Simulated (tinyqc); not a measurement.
Quantum point contact as a saddle point: one step of the calculation.

Potential V0 - m wx^2 x^2/2 + m wy^2 y^2/2; energies are counted from V0. Mode n = 0, 1, ... transmits T_n(E) = 1/(1 + exp(-2 pi (E - E_n)/wx)), E_n = wy (n + 1/2); each mode carries 2 q^2/h.

Problem. Thermal average on a coarse grid. g(T) = int g(E) (-df/dE) dE = int g(mu + x kB T) dx/(4 cosh^2(x/2)), g(E) the zero-temperature value at E, g = G/(2 q^2/h). Simpson's rule on nE equally spaced x from -xm to xm.

Values chosen for this exercise:
- T = 0.1 K (temperature)
- wy = 5 meV (transverse quantum hbar wy)
- wx = 1.3 meV (curvature of the barrier hbar wx)
- mu = 3.16 meV (Fermi level above the saddle point)
- nE = 13 (points of the energy grid)
- xm = 6 (half-range of the grid in kB T)

Constants: q = 1.602176634e-19 C, kB = 1.380649e-23 J/K, Vt = kB T/q. Results are converted to the units shown.

Find: x; E; g(E); weight; integral of the weight; g(T); g(T) divided by the integral of the weight.

Solution.

```
point        x  E (meV)     g(E)   weight
0      -6.0000   3.1083  0.94979  0.00247
1      -5.0000   3.1169  0.95174  0.00665
2      -4.0000   3.1255  0.95362  0.01766
3      -3.0000   3.1341  0.95542  0.04518
4      -2.0000   3.1428  0.95717  0.10499
5      -1.0000   3.1514  0.95884  0.19661
6       0.0000   3.1600  0.96045  0.25000
7       1.0000   3.1686  0.96201  0.19661
8       2.0000   3.1772  0.96350  0.10499
9       3.0000   3.1859  0.96494  0.04518
10      4.0000   3.1945  0.96632  0.01766
11      5.0000   3.2031  0.96765  0.00665
12      6.0000   3.2117  0.96893  0.00247
```

integral of the weight = 0.99435
g(T) = 0.95493
g(T) divided by the integral of the weight = 0.96036

tinyqc, about 0.05 s, one thread, Intel Xeon 2.30GHz (shared host): `OMP_NUM_THREADS=1 python tinyqc.py 2740133 2740134 out.jsonl`
